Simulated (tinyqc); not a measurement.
Planar ballistic transistor, top-of-the-barrier model: one step of the calculation.

At the top of the source barrier, states moving towards the drain are filled by the source (Fermi level 0) and states moving back by the drain (Fermi level -q Vd); nothing scatters. U is the shift of the band edge there, set by the capacitances CG, CD and CS (the total) and by the charge. Parabolic two-dimensional band; the source is grounded.

Problem. Density of states, capacitances and charge at zero bias. N0 = gv m kB T/(pi hbar^2), CG = eps0 eox/tox, vT = sqrt(2 kB T/(pi m)), CS = CG/aG, n0 = n at U = 0 and Vd = 0. eta1 = -(E0 + U)/Vt, eta2 = eta1 - Vd/Vt, n = (N0/2)[F_0(eta1) + F_0(eta2)], F_0(x) = ln(1 + exp x). UL = -(aG Vg + aD Vd).

Parameters, values chosen for the exercise; mass and valleys close to those of silicon (two valleys): temperature T = 250 K; effective mass m = 0.181 m0; valley degeneracy gv = 2; relative permittivity of the gate insulator eox = 22; insulator thickness tox = 2 nm; gate control CG/CS aG = 0.87; drain control CD/CS aD = 0.03; band edge at the barrier top above the source Fermi level at zero bias E0 = 0.38 eV; gate voltage Vg = 0.26 V; drain voltage Vd = 0.4 V.

Constants: q = 1.602176634e-19 C, kB = 1.380649e-23 J/K, hbar = 1.054571817e-34 J s, m0 = 9.1093837015e-31 kg, Vt = kB T/q, eps0 = 8.8541878128e-14 F/cm where lengths are in cm. Results are converted to the units shown.

Find: N0; CG; CS; n0; UL.

Solution.

N0 = 3.2578e12 cm^-2
CG = 9.7396 uF/cm^2
CS = 11.195 uF/cm^2
n0 = 71196 cm^-2
UL = -0.23820 eV

Program tinyqc, `OMP_NUM_THREADS=1 python tinyqc.py 2400090 2400091 out.jsonl`; Intel Xeon 2.30GHz, shared host, one thread, about 0.01 s.
